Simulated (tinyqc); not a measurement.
## Off-state leakage of single and stacked transistors: leakage components against the threshold

n-channel devices of unit width. Subthreshold current I(Vg, Vs, Vd) = I0 (T/300 K)^0.5 exp[(Vg - Vs - VT(T) - gb (Vs - Vb) + dd (Vd - Vs))/(nf Vt)] (1 - exp(-(Vd - Vs)/Vt)), VT(T) = VT - cT (T - 300 K). Gate-edge tunnelling Ig (Vd/1 V) exp(ag (Vd - 1 V)), for a gate at 0 V, and band-to-band leakage Ab u exp(-Bb/u), u = Vd - Vb + 1 V, flow at a drain held at V; both are taken as independent of T. In a stack of off transistors (all gates at 0 V) the same subthreshold current passes through each.

One transistor with Vg = Vs = 0, Vd = V; stack factor I(one)/I(two in series).

Parameters, values chosen for the exercise; values of the order met in bulk silicon logic transistors: temperature T = 300 K; supply voltage V = 0.8 V; fall of the threshold with temperature cT = 0.6 mV/K; current at threshold at 300 K I0 = 0.57 uA/um; slope factor nf = 1.42; drain-induced lowering per volt dd = 0.14; rise of the threshold per volt of source-body bias gb = 0.23; gate-edge tunnelling current at 1 V Ig = 0.0003 uA/um; exponential slope of the gate current ag = 5.9 1/V; prefactor of band-to-band leakage at the drain Ab = 40 uA/(um V); its exponential voltage Bb = 29 V; body voltage Vb = -0.3 V.

Constants: q = 1.602176634e-19 C, kB = 1.380649e-23 J/K, Vt = kB T/q. Results are converted to the units shown.

The same in every row: gate edge (nA/um) = 0.073747; band-to-band (nA/um) = 0.084504; stack factor = 16.749.

Results:
```
VT (V)  subthreshold (nA/um)  total (nA/um)  largest part
0.15                  30.904         31.062  subthreshold
0.2                   7.9157         8.0740  subthreshold
0.25                  2.0275         2.1858  subthreshold
0.3                  0.51933        0.67758  subthreshold
0.4                 0.034072        0.19232  band-to-band
0.45               0.0087272        0.16698  band-to-band
0.5                0.0022354        0.16049  band-to-band
0.55               5.7257e-4        0.15882  band-to-band
0.6                1.4666e-4        0.15840  band-to-band
```

Estimate the missing row, VT = 0.35 V.

Computed row:
```
VT (V)  subthreshold (nA/um)  total (nA/um)  largest part
0.35                 0.13302        0.29127  subthreshold
```

With this row back in the table: As VT goes from 0.15 to 0.6, the total leakage falls from 31.1 to 0.158 nA/um. The subthreshold part leads at VT = 0.15, the band-to-band part from 0.4 on. The reduction by a stack of two stays at 16.7, for the subthreshold part alone. For VT = 0.15 the gate is within about 3 nf Vt of threshold, where the exponential law overstates the current.

Computed by the program tinyqc: `OMP_NUM_THREADS=1 python tinyqc.py 2242181 2242182 out.jsonl`, one thread of a shared Intel Xeon 2.30GHz, about 0.03 s for the whole run.
